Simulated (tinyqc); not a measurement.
## Lossy interposer transmission line with skin effect: line properties against frequency

A uniform line in a homogeneous dielectric: c = sqrt(er)/(c0 Z0), l = Z0 sqrt(er)/c0 (c0 = 299792458 m/s), g = w c td, w = 2 pi f. The resistance joins its limits as r = sqrt(r_dc^2 + r_hf^2), with r_dc = rho/(wd th), r_hf = kr rho/(2 delta (wd + th)), delta = sqrt(rho/(pi f mu0)), mu0 = 4 pi 1e-7 H/m; this is an interpolation, and internal inductance, up to 0.05 nH/mm at low frequency, is neglected.

gamma = sqrt((r + i w l)(g + i w c)) = alpha + i beta, Zc = sqrt((r + i w l)/(g + i w c)), roots with positive real part; loss 8.685889638 alpha in dB; phase velocity w/beta. ZL = 1/(1/RL + i w CL); reflection (ZL - Zc)/(ZL + Zc); Zin = Zc (ZL + Zc tanh(gamma len))/(Zc + ZL tanh(gamma len)); H = V_load/V_source = [Zin/(Zin + Rg)]/[cosh(gamma len) + (Zc/ZL) sinh(gamma len)].

Values chosen for this exercise:
```
symbol  value     unit                                  meaning
wd        8.7       um                       width of the strip
th       0.56       um                   thickness of the strip
rho       2.2  uohm cm                              resistivity
er        3.9                             relative permittivity
td       0.01                                      loss tangent
Z0         50      ohm             lossless impedance sqrt(l/c)
kr        1.5           factor for crowding and the return path
len        16       mm                                   length
Rg         25      ohm                        source resistance
RL        100      ohm                          load resistance
CL          0       fF                         load capacitance
```

Result of one run:
```
f (GHz)	r (ohm/mm)	r/(w l)	loss (dB/mm)	|Zc| (ohm)	phase velocity over c0	length in wavelengths	|H| (dB)
0.03	4.5175	72.764	0.064936	426.52	0.083788	0.019109	-5.9030
```

What becomes of these results when the frequency f is changed from 0.03 to 20 GHz, all else the same?

Result of the changed run:
```
f (GHz)	r (ohm/mm)	r/(w l)	loss (dB/mm)	|Zc| (ohm)	phase velocity over c0	length in wavelengths	|H| (dB)
20	5.6379	0.13621	0.52461	50.229	0.50537	2.1121	-9.4332
```

The whole series:
```
f (GHz)	r (ohm/mm)	r/(w l)	loss (dB/mm)	|Zc| (ohm)	phase velocity over c0	length in wavelengths	|H| (dB)
0.01	4.5162	218.23	0.037656	738.62	0.048606	0.010980	-5.9012
0.03	4.5175	72.764	0.064936	426.52	0.083788	0.019109	-5.9030
0.09	4.5213	24.275	0.11100	246.45	0.14307	0.033574	-5.9082
0.3	4.5345	7.3037	0.19361	135.75	0.24858	0.064410	-5.9254
0.8	4.5658	2.7578	0.28480	85.635	0.36234	0.11784	-5.9682
2	4.6401	1.1211	0.36434	61.282	0.45372	0.23526	-6.2935
7	4.9375	0.34084	0.43570	51.392	0.49977	0.74752	-7.7400
20	5.6379	0.13621	0.52461	50.229	0.50537	2.1121	-9.4332
60	7.3875	0.059496	0.74929	50.043	0.50621	6.3258	-12.975
```

r equals w l at 2.25 GHz: below it |Zc| and the delay grow as in an RC line, above it |Zc| tends to Z0 = 50 ohm and the velocity to 1/sqrt(er) = 0.506 c0. The loss goes as f^(0.50) between the first two rows and f^(0.32) between the last two. |H| is -5.90 dB in the first row and -13.0 dB in the last; between rows it can pass through resonances that the table doesn't show.

tinyqc, about 0.01 s, one thread, Intel Xeon 2.30GHz (shared host): `OMP_NUM_THREADS=1 python tinyqc.py 2810138 2810139 out.jsonl`
